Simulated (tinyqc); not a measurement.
Levels of description: finite square well with mass mismatch (envelope functions).

A square well of width L and depth V0, mass mw inside and mb outside, energies from the bottom of the well, c = hbar^2/2m0. k = sqrt(mw E/c), kappa = sqrt(mb (V0 - E)/c). psi and psi'/m are continuous at the walls (BenDaniel-Duke), so level n solves k L + 2 atan[(k/mw)/(kappa/mb)] = n pi.

Non-parabolic bands: mw is replaced by mw (1 + alpha_w E) and mb by mb (1 - alpha_b (V0 - E)), in k, kappa and the matching condition alike.

Constants: hbar^2/2m0 = 3.80998211 eV angstrom^2.

Parameters, chosen for this exercise (near those of a strained Si well in SiGe; the results hold for these values, not for the real material): L = 37 angstrom (well width); V0 = 0.178 eV (barrier height); mw = 0.936 m0 (mass in the well); mb = 0.973 m0 (mass in the barrier); alpha_w = 0.5 1/eV (non-parabolicity in the well); alpha_b = 0.53 1/eV (non-parabolicity in the barrier).

The same well five ways. mb = mw: the barrier takes the mass of the well. psi' continuous: kappa holds mb but the condition drops the masses, k L + 2 atan(k/kappa) = n pi. The last column is measured against BenDaniel-Duke.

Levels (eV):

| model | E1 | E2 | E3 | E1 - E1(BDD) (meV) |
|---|---|---|---|---|
| infinite walls | 0.0293 | 0.1174 | 0.2641 | 11.1 |
| mb = mw | 0.0184 | 0.0716 | 0.1499 | 0.1 |
| BenDaniel-Duke | 0.0183 | 0.0712 | 0.1495 | 0.0 |
| psi' continuous | 0.0185 | 0.0721 | 0.1503 | 0.3 |
| non-parabolic | 0.0185 | 0.0704 | 0.1440 | 0.2 |

What can be read from this table?

Hard walls put E1 11.1 meV too high. Ignoring the mass step moves it by +0.1 meV and the wrong matching by +0.3 meV: with mb/mw = 1.04, continuity of psi'/m lets the slope outside be 1.04 times the slope inside, which acts like a softer wall. Non-parabolicity shifts E1 by +0.2 meV, the balance of a heavier mass in the well, which lowers it, and a lighter mass deep in the barrier, which hardens the wall. Among the finite wells the largest departure in E1 is that of the model 'psi' continuous'.

Program tinyqc; command `OMP_NUM_THREADS=1 python tinyqc.py 1252230 1252231 out.jsonl`; about 0.01 s on one thread of a shared Intel(R) Xeon(R) Processor @ 2.30GHz.
